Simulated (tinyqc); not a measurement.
Composition and strain of an epitaxial Si(1-x)Ge(x) layer from Raman and X-ray peaks: one step, computed by the program tinyqc. Command: `OMP_NUM_THREADS=1 python tinyqc.py 3024501 3024502 out.jsonl epiraman walk`. One thread of a shared host (Intel(R) Xeon(R) Processor @ 2.30GHz), about 0.01 s of CPU time with the checks.

A (001) layer, biaxially strained in the plane. The Raman peaks follow empirical lines omega = w0 + c1 x + c3 x^3 + b eps (c3 for Si-Ge alone), with eps the in-plane strain.

Problem. Lattice constants and strain. Relaxed lattice constant a(x) = a_Si + (a_Ge - a_Si) x - B x (1 - x). In-plane constant a_par = a_sub + R (a(x) - a_sub); eps = a_par/a(x) - 1; eps_perp = -(2 C12/C11) eps with 2 C12/C11 linear in x; a_perp = a(x) (1 + eps_perp).

Inputs (values chosen for the exercise, modelled on silicon-germanium): Ge fraction x = 0.84; degree of relaxation R = 0; lattice constant of Si = 5.431 angstrom; lattice constant of Ge = 5.658 angstrom; bowing B = 0.026 angstrom; 2 C12/C11 of Si = 0.773; 2 C12/C11 of Ge = 0.751.

Substrate: germanium.

Give: relaxed constant a(x); substrate constant a_sub; a_par; in-plane strain eps; strain along the normal; a_perp.

Solution.

relaxed constant a(x) = 5.618 angstrom

substrate constant a_sub = 5.658 angstrom

a_par = 5.658 angstrom

in-plane strain eps = 7.087 per mille

strain along the normal = -5.347 per mille

a_perp = 5.588 angstrom

The layer is under tension in the plane and is shortened along the normal.
